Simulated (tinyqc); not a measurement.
Schottky barrier on an n-type semiconductor with a doping step, non-linear Poisson equation by Newton steps: one step of the calculation.

One dimension, metal at x = 0, donor density C(x) = N1 for x < x1 and Nd beyond. Energies are counted from the electron Fermi level of the semiconductor and the conduction-band edge is Ec = -psi, so n = Nc exp(psi/Vt); holes follow the Fermi level of the metal, at -V, so p = Nv exp((V - psi - Eg)/Vt). Ends: psi(0) = V - phiB and psi = Vt ln(Nd/Nc) deep inside. Boltzmann statistics, full ionisation, no current, no image force in the Poisson equation.

Question. Densities, residual and Jacobian diagonal. n_i = Nc exp(psi_i/Vt), p_i = Nv exp((V - psi_i - Eg)/Vt), rho_i = p_i - n_i + C_i, g_i = (n_i + p_i)/Vt. Box widths w_i = (h_(i-1) + h_i)/2 in cm. Residual F_i = a_i (psi_(i+1) - psi_i) - a_(i-1) (psi_i - psi_(i-1)) + q rho_i w_i; Jacobian: a_(i-1) and a_i beside the diagonal, b_i = -a_(i-1) - a_i - q g_i w_i on it. The two end nodes are fixed.

Parameters, values chosen for the exercise; band and dielectric values close to those of gallium arsenide: temperature T = 300 K; band gap Eg = 1.42 eV; conduction-band density of states at T Nc = 4.49e17 cm^-3; valence-band density of states at T Nv = 9.04e18 cm^-3; bias of the metal against the semiconductor V = 0 V.

Constants: q = 1.602176634e-19 C, kB = 1.380649e-23 J/K, Vt = kB T/q. Results are converted to the units shown.

```
node	x (nm)	psi at the start (V)	donor density C (cm^-3)
0	0	-1.0000000	7e14
1	32	-0.8180418	7e14
2	67.5	-0.6398946	7e14
3	107	-0.4709908	7e14
4	150	-0.3222260	7e14
5	198	-0.1993878	7e14
6	252	-0.1157007	1.4e16
7	311	-0.0896538	1.4e16
8	377	-0.0896538	1.4e16
9	449	-0.0896538	1.4e16
10	530	-0.0896538	1.4e16
11	619	-0.0896538	1.4e16
12	718	-0.0896538	1.4e16
13	827	-0.0896538	1.4e16
14	948	-0.0896538	1.4e16
```

coupling a_i, interval 0 to 13 (F/cm^2): 3.5416751e-7  3.1924959e-7  2.8692052e-7  2.6356652e-7  2.3611168e-7  2.0987704e-7  1.9209085e-7  1.7171758e-7  1.5740778e-7  1.3991803e-7  1.2734113e-7  1.1447839e-7  1.0397578e-7  9.3664136e-8

Give: n; p; residual F; diagonal b.

Answer.

```
node	n (cm^-3)	p (cm^-3)
0	7.128	7.952e11
1	8124	6.978e8
2	7.989e6	7.095e5
3	5.495e9	1032
4	1.734e12	3.269
5	2.008e14	0.02823
6	5.112e15	0.001109
7	1.400e16	4.049e-4
8	1.400e16	4.049e-4
9	1.400e16	4.049e-4
10	1.400e16	4.049e-4
11	1.400e16	4.049e-4
12	1.400e16	4.049e-4
13	1.400e16	4.049e-4
14	1.400e16	4.049e-4
```

```
node	residual F (1e-8 C/cm^2)	diagonal b (F/cm^2)
1	-0.719	-6.734e-7
2	-0.799	-6.062e-7
3	-0.879	-5.505e-7
4	-0.970	-4.997e-7
5	-1.103	-4.523e-7
6	-0.451	-5.810e-7
7	-0.500	-9.061e-7
8	0.000	-9.278e-7
9	0.000	-9.611e-7
10	0.000	-1.005e-6
11	0.000	-1.057e-6
12	0.000	-1.121e-6
13	0.000	-1.195e-6
```

Program tinyqc, `OMP_NUM_THREADS=1 python tinyqc.py 2020145 2020146 out.jsonl`; Intel Xeon 2.30GHz, shared host, one thread, about 0.2 s.
